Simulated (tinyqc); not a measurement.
Valley-orbit splitting of a donor ground state, with strain: one step, computed by the program tinyqc.

The basis is the 1s envelope in each valley; energies are counted from the unstrained conduction-band edge. The strain is e_s (a a^T - 1/3) for the unit stress axis a, so valley j along n_j moves by Xi_u e_s w_j with w_j = (n_j.a)^2 - 1/3: +1/3 for [111] and [-1-11], -1/3 for the others.

Question. Levels without strain. By symmetry: E(A1) = E_0 + Lambda + 3 Delta_1 (one state), E(T2) = E_0 + Lambda - Delta_1 (three), as binding energies.

Inputs (values chosen for the exercise, modelled on donors in germanium): single-valley binding energy E_0 = 9.62 meV; central-cell shift Lambda = 0.23 meV; coupling Delta_1 = 0.75 meV.

Valleys: four along <111>. Stress axis: [110].

Give: E(A1); E(T2).

Answer.

E(A1) = 12.1 meV

E(T2) = 9.1 meV

Only A1 has all valley amplitudes in phase, so only it has weight at the nucleus.
